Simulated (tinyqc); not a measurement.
Film, cylinder and sphere at the same misfit: thermal stress, cracking, delamination and buckling of a thin film; Griffith cracks and misfitting inclusions. Computed by tinyqc, a small Python program. Command: `OMP_NUM_THREADS=1 python tinyqc.py 3015510 3015511 out.jsonl filmcrack walk`. One thread of a shared host (Intel(R) Xeon(R) Processor @ 2.30GHz), about 0.01 s of CPU time with the checks.

Isotropic linear elasticity; the substrate is much thicker than the film; stress is positive in tension.

Inputs (values chosen for the exercise, modelled on a GaN film on silicon):

| quantity | value | unit |
|---|---|---|
| film Young's modulus E | 292 | GPa |
| film Poisson ratio nu | 0.2 | - |
| film expansion alpha_f | 5.58 | 1e-6/K |
| substrate expansion alpha_s | 3.6 | 1e-6/K |
| deposition temperature T_d | 450 | K |
| final temperature T | 300 | K |
| intrinsic stress | -360 | MPa |
| film thickness h | 0.14 | micrometre |
| substrate Young's modulus E_s | 153 | GPa |
| substrate Poisson ratio nu_s | 0.22 | - |

Method. Thermal strain = (alpha_f - alpha_s)(T_d - T); stress = E/(1 - nu) x strain + intrinsic stress; plane-strain modulus Ebar = E/(1 - nu^2); G0 = stress^2 h/(2 Ebar) is the energy freed per area when a long strip loses its stress across its width. Thermal misfit e alone, mean stress = trace/3 and largest difference of principal stresses inside. Film: E e/(1 - nu) in two directions, 0 in the third. Cylinder: s0 = (1 + nu) e/[(1 + nu)(1 - 2 nu)/E + (1 + nu_s)/E_s] twice and s_zz = E e + 2 nu s0. Sphere: e/[(1 - 2 nu)/E + (1 + nu_s)/(2 E_s)] three times.

thermal strain = 2.97e-04

Stresses inside (MPa):

| shape | s1 | s2 | s3 | mean | largest difference |
|---|---|---|---|---|---|
| film | 108.41 | 108.41 | 0.00 | 72.270 | 108.41 |
| cylinder | 34.14 | 34.14 | 100.38 | 56.219 | 66.24 |
| sphere | 49.16 | 49.16 | 49.16 | 49.158 | 0.00 |

What does the comparison show, and why?

The mean stress in size is 72 MPa in the film, 56 in the cylinder and 49 in the sphere, while the largest difference, twice the largest shear stress, goes from 108 through 66 to 0. In a ductile solid shear can relax by slip and hydrostatic stress cannot.

Extremes, crossings and ranges named in words are read from the listed rows.
